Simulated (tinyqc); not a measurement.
Estimate of lattice thermal conductivity from elastic moduli (Slack, Klemens and Cahill formulas). Changing the grain size d. Computed by tinyqc, a small Python program. Command: `OMP_NUM_THREADS=1 python tinyqc.py 3030816 3030817 out.jsonl slack sweep`. One thread of a shared host (Intel(R) Xeon(R) Processor @ 2.30GHz), about 0.01 s of CPU time with the checks.

An isotropic solid.

Inputs (values chosen for the exercise, for a model crystal):
```
quantity,value,unit
bulk modulus B,182,GPa
shear modulus G,99.9,GPa
volume per atom V,20.9,angstrom^3
mean atomic mass M,114,u
atoms per primitive cell n,1,-
volume expansion coefficient alpha_V,14.2,ppm/K
temperature T,500,K
disorder parameter Gamma,0.00012,-
```

Grueneisen parameter: from thermal expansion.

Constants: u = 1.6605390666e-27 kg; hbar = 1.054571817e-34 J s; k_B = 1.380649e-23 J/K; h = 6.62607015e-34 J s.

Method:
- rho = M/V; vL = sqrt((B + 4G/3)/rho), vT = sqrt(G/rho); v_m = [(vL^-3 + 2 vT^-3)/3]^(-1/3); Poisson ratio sigma = (3B - 2G)/(6B + 2G); Theta = hbar v_m (6 pi^2/V)^(1/3)/k_B.
- gamma = alpha_V B V/(3 k_B), with the classical heat capacity 3 k_B per atom.
- Slack, an estimate for T near or above Theta_a: kappa = A M Theta_a^3 delta n^(1/3)/(gamma^2 T) in W/(m K), with M in u, delta = V^(1/3) in angstrom, Theta_a = Theta n^(-1/3) and A = 2.43e-6/(1 - 0.514/gamma + 0.228/gamma^2).
- High-temperature forms with the classical heat capacity. Klemens: kappa/kappa_0 = arctan(u)/u, u^2 = pi^2 Theta V Gamma kappa_0/(h v_m^2). Grains: 1/kappa_poly = 1/kappa + 1/(C v_m d/3), C = 3 k_B/(n V), the acoustic branches alone.
- Cahill minimum: kappa_min = (pi/6)^(1/3) k_B V^(-2/3) sum over L, T, T of v (T/Theta_i)^2 int_0^(Theta_i/T) x^3 e^x/(e^x - 1)^2 dx, Theta_i = Theta v_i/v_m (64 Gauss-Legendre points).
- Its high-temperature limit is (1/2) (pi/6)^(1/3) k_B V^(-2/3) (vL + 2 vT).

One run for each value:
```
grain size d (nm),kappa of the polycrystal (W/(m K)),grain-boundary limit (W/(m K)),kappa_poly/kappa_min
5,10.50,1.220e+01,11.91
20,29.60,4.882e+01,33.57
50,46.52,1.220e+02,52.77
200,65.15,4.882e+02,73.90
500,70.82,1.220e+03,80.33
2000,74.04,4.882e+03,83.98
5000,74.72,1.220e+04,84.76
20000,75.06,4.882e+04,85.15
50000,75.13,1.220e+05,85.23
```

Over the rows, kappa of the polycrystal (W/(m K)) rises from 10.5 to 75.1 (exponent d ln y / d ln x 0.75 between the first rows and 0.0010 between the last); grain-boundary limit (W/(m K)) rises from 12.2 to 122000 (exponent d ln y / d ln x about 1.0 throughout); kappa_poly/kappa_min rises from 11.9 to 85.2 (exponent d ln y / d ln x 0.75 between the first rows and 0.0010 between the last). At the high end the exponent of kappa of the polycrystal is 0.00, close to 0: grains are larger than the free path. The two resistivities add, so grains matter once the boundary limit, proportional to d, falls to the size of kappa with point defects.

Extremes, crossings and ranges named in words are read from the listed rows.
